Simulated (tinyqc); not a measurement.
Gap against bias: four-band model of biased bilayer graphene near K.

Basis A1, B1, A2, B2, with B1 below A2; p = kx + i ky, v_j = (sqrt3/2) a g_j. Diagonal -U/2, -U/2, U/2, U/2; <A1|B1> = <A2|B2> = v0 p*, <B1|A2> = g1, <A1|B2> = v3 p, <A1|A2> = <B1|B2> = -v4 p*.

Parameters, chosen for this exercise (near those used for Bernal bilayer graphene; not measured data): a = 2.46 angstrom (lattice constant); g0 = 2.86 eV (hopping in a layer); g1 = 0.417 eV (hopping of the dimer sites); g3 = 0 eV (skew hopping A1-B2); g4 = 0 eV (skew hopping A1-A2).

Closed form for g3 = g4 = 0: gap U g1/sqrt(U^2 + g1^2), ring radius as (U/2 v0) sqrt((2 g1^2 + U^2)/(g1^2 + U^2)). Last column: lowest band 3 less highest band 2 of the full matrix on a polar grid, |k| = 0 to 0.08 in steps of 0.001 1/angstrom, angles 0, 15, 30, 45, 60 degrees.

Gap:

| U (eV) | gap (eV) | kg (1/angstrom) | gap/U | gap on the grid (eV) |
|---|---|---|---|---|
| 0.02 | 0.0200 | 0.0023 | 0.999 | 0.0200 |
| 0.05 | 0.0496 | 0.0058 | 0.993 | 0.0496 |
| 0.10 | 0.0972 | 0.0114 | 0.972 | 0.0973 |
| 0.15 | 0.1411 | 0.0169 | 0.941 | 0.1411 |
| 0.20 | 0.1803 | 0.0221 | 0.902 | 0.1803 |
| 0.30 | 0.2435 | 0.0317 | 0.812 | 0.2435 |
| 0.40 | 0.2887 | 0.0405 | 0.722 | 0.2887 |
| 0.60 | 0.3424 | 0.0567 | 0.571 | 0.3424 |

The gap follows U while U << g1 (ratio 0.993 at 0.05 eV) and bends towards g1 = 0.417 eV, reaching 0.342 eV at 0.6. Grid and formula agree within 0.04 meV. U is the screened difference, smaller than the applied field times the layer distance.

Computed by tinyqc, a small Python program: `OMP_NUM_THREADS=1 python tinyqc.py 1481047 1481048 out.jsonl` (the numbers bound the seed that draws the inputs); one thread of a shared host (Intel(R) Xeon(R) Processor @ 2.30GHz), about 0.06 s for the whole set of steps.
